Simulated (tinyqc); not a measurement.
Thermal stress, cracking, delamination and buckling of a thin film; Griffith cracks and misfitting inclusions: one step, computed by the program tinyqc.

Isotropic linear elasticity; the substrate is much thicker than the film; stress is positive in tension.

Task: Channel cracks and edge delamination. Channel crack through the film: G = pi g G0, critical thickness where G = Gamma_f. Steady delamination from an edge: G = G0, critical thickness where G = Gamma_i.

Inputs (values chosen for the exercise, modelled on a GaN film on silicon):

| quantity | value | unit |
|---|---|---|
| deposition temperature T_d | 1025 | K |
| final temperature T | 300 | K |
| film thickness h | 0.17 | micrometre |
| film toughness Gamma_f | 4.63 | J/m^2 |
| interface toughness Gamma_i | 4.9 | J/m^2 |

factor g = 1.663175

G0 = 0.3591811 J/m^2

Give: driving force for channelling; critical thickness for channelling; critical thickness for delamination.

Result:

driving force for channelling = 1.877 J/m^2

critical thickness for channelling = 0.4194 micrometre

critical thickness for delamination = 2.319 micrometre

As the film thickens, channel cracking comes first. At h the film is safe against both.
